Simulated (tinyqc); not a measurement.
# Schottky diode by the thermionic emission-diffusion theory: current against voltage

Metal on an n-type semiconductor with one parabolic valley; V > 0 is forward bias (metal positive). The band bends as a parabola over the depletion layer, by Vd = Vbi - V; no image force. Carriers drift and diffuse up to the interface and leave it with the velocity vR.

A* = 4 pi q me m0 kB^2/h^3 (times 1e-4 for A/(cm^2 K^2)); Nc = 2 (2 pi me m0 kB T/h^2)^1.5 (times 1e-6 for cm^-3); Vbi = phi - Vt ln(Nc/Nd); vR = A* T^2/(q Nc). LD = sqrt(eps0 eps_r Vt/(q Nd)), a = sqrt((Vbi - V)/Vt), D(a) = exp(-a^2) int_0^a exp(s^2) ds (Dawson), vD = mun Vt/(sqrt(2) LD D(a)). J = q Nc [vR vD/(vR + vD)] exp(-phi/Vt) [exp(V/Vt) - 1]. Ideality n = (dV/d ln[J/(1 - exp(-V/Vt))])/Vt.

Values chosen for this exercise; band and dielectric values those of a made-up semiconductor: temperature T = 200 K; electron mass me = 0.0867 m0; relative permittivity eps_r = 9.81; electron mobility mun = 5400 cm^2/(V s); barrier height seen from the metal phi = 0.47 eV; donor density Nd = 1.3e15 cm^-3.

Constants: q = 1.602176634e-19 C, kB = 1.380649e-23 J/K, h = 6.62607015e-34 J s, m0 = 9.1093837015e-31 kg, Vt = kB T/q, eps0 = 8.8541878128e-14 F/cm where lengths are in cm. Results are converted to the units shown.

Current against voltage:

| V (V) | vD (cm/s) | vD/(vR + vD) | J (A/cm^2) | n |
|---|---|---|---|---|
| 0.05 | 6.5371e7 | 0.89758 | 9.2230e-6 | 1.0029 |
| 0.089 | 6.1041e7 | 0.89110 | 9.2586e-5 | 1.0035 |
| 0.128 | 5.6372e7 | 0.88314 | 8.8641e-4 | 1.0045 |
| 0.167 | 5.1264e7 | 0.87297 | 0.0084255 | 1.0059 |
| 0.205 | 4.5706e7 | 0.85969 | 0.075252 | 1.0083 |
| 0.244 | 3.9102e7 | 0.83979 | 0.70650 | 1.0132 |
| 0.283 | 3.1042e7 | 0.80625 | 6.5188 | 1.0254 |
| 0.322 | 2.1300e7 | 0.74062 | 57.550 | 1.0568 |

What does the table show?

vD falls from 6.54e7 to 2.13e7 cm/s and the share vD/(vR + vD) falls from 0.898 to 0.741; n goes from 1.003 to 1.057. It exceeds 1 only as far as vD, which falls with the surface field, limits the current. In 7 of the 8 rows vD exceeds 3e7 cm/s, beyond usual saturation velocities, since the low-field mobility is used at the surface field.

Computed by the program tinyqc: `OMP_NUM_THREADS=1 python tinyqc.py 2640132 2640133 out.jsonl`, one thread of a shared Intel Xeon 2.30GHz, about 0.01 s for the whole run.
